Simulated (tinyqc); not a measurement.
From peak temperature T_p back to mean field F: deep-level transient spectroscopy (DLTS) of one majority-carrier trap. Computed by tinyqc, a small Python program. Command: `OMP_NUM_THREADS=1 python tinyqc.py 3004473 3004474 out.jsonl dlts inv`. One thread of a shared host (Intel(R) Xeon(R) Processor @ 2.30GHz), about 0.2 s of CPU time with the checks.

A filling pulse loads the traps in a one-sided junction; under reverse bias they empty at the rate e, and the capacitance relaxes as C(t) = C_0 - dC exp(-e t). The signal is S = [C(t_2) - C(t_1)]/dC.

Inputs (values chosen for the exercise, with mass and screening modelled on silicon):

| quantity | value | unit |
|---|---|---|
| density-of-states mass m | 0.333 | m_0 |
| valleys M | 6 | - |
| trap depth E_t | 0.275 | eV |
| cross-section sigma_0 | 2.4e-16 | cm^2 |
| degeneracy ratio g | 1 | - |
| gate time t_1 | 0.0001 | s |
| ratio t_2/t_1 | 4 | - |
| temperature T | 149 | K |
| dielectric constant eps | 11.2 | - |

Carriers: electrons. Extra term: Poole-Frenkel lowering.

Constants: k_B = 8.617333262e-05 eV/K; k_B = 1.380649e-23 J/K; m_0 = 9.1093837015e-31 kg; h = 6.62607015e-34 J s; e = 1.602176634e-19 C; eps_0 = 8.8541878128e-12 F/m.

Method:
- e = g sigma v N_b exp(-E/k_B T), v = sqrt(3 k_B T/m), N_b = 2 M (2 pi m k_B T/h^2)^(3/2), sigma = sigma_0, E = E_t - dE with the one-dimensional Poole-Frenkel lowering dE = sqrt(e^3 F/(pi eps eps_0)), F being held as an input apart from the bias (the centre is charged when empty).
- S(e) = exp(-e t_1) - exp(-e t_2) peaks at the rate window e_0 = ln(t_2/t_1)/(t_2 - t_1).
- T_p solves e(T) = e_0 (bisection between 15 and 1500 K); the half-height points solve S = S_max/2 on either side.

Question. A run gave the result below. Find the mean field F, known to lie between 170000 and 360000 V/cm.

peak temperature T_p = 122.7313 K

Answer.

Each step takes the trial c = (a f_b - b f_a)/(f_b - f_a), f being the result less the target and a, b, c the logarithms of the listed values; c replaces end b, the old b replaces a if the sign of f changed, and otherwise f_a is halved.

Scan of the range:

| mean field F (V/cm) | peak temperature T_p (K) |
|---|---|
| 170000 | 134.756 |
| 193000 | 130.717 |
| 218000 | 126.577 |
| 247000 | 122.045 |
| 280000 | 117.179 |
| 318000 | 111.892 |
| 360000 | 106.373 |

False position (Illinois rule, in the logarithm of the input) inside the bracket:

| step | end a | end b | trial | peak temperature T_p (K) |
|---|---|---|---|---|
| 1 | 218000 | 247000 | 242372 | 122.751 |
| 2 | 247000 | 242372 | 242499 | 122.731 |
| 3 | 247000 | 242499 | 242501 | 122.731 |
| 4 | 242499 | 242501 | 242500 | 122.731 |

Peak temperature T_p falls at every point of a 13-point scan of the range (every second point is shown), so one value fits; it is bracketed by 218000 and 247000. Answer: mean field F = 242500 V/cm.
